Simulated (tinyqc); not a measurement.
# Length offset and series resistance from crossing lines

Inverse problem. R_total = Rs + k (L - dL)/Vo with constant Rs, dL and k. Find k, dL and Rs.

R_total at (L, Vo) = (30, 0.42), (60, 0.42), (30, 0.88) and (60, 0.88), L in nm and Vo in V (ohm um): 436.54762  815.11905  281.53409  462.21591

Solution. At each overdrive R is a straight line in L with slope k/Vo; the two lines cross at L = dL, R = Rs.

k = 5.30 ohm um V/nm
dL = 6.50 nm
Rs = 140 ohm um

Numbers from tinyqc (`OMP_NUM_THREADS=1 python tinyqc.py 2282078 2282079 out.jsonl`; about 0.04 s on one thread of a shared Intel Xeon 2.30GHz).
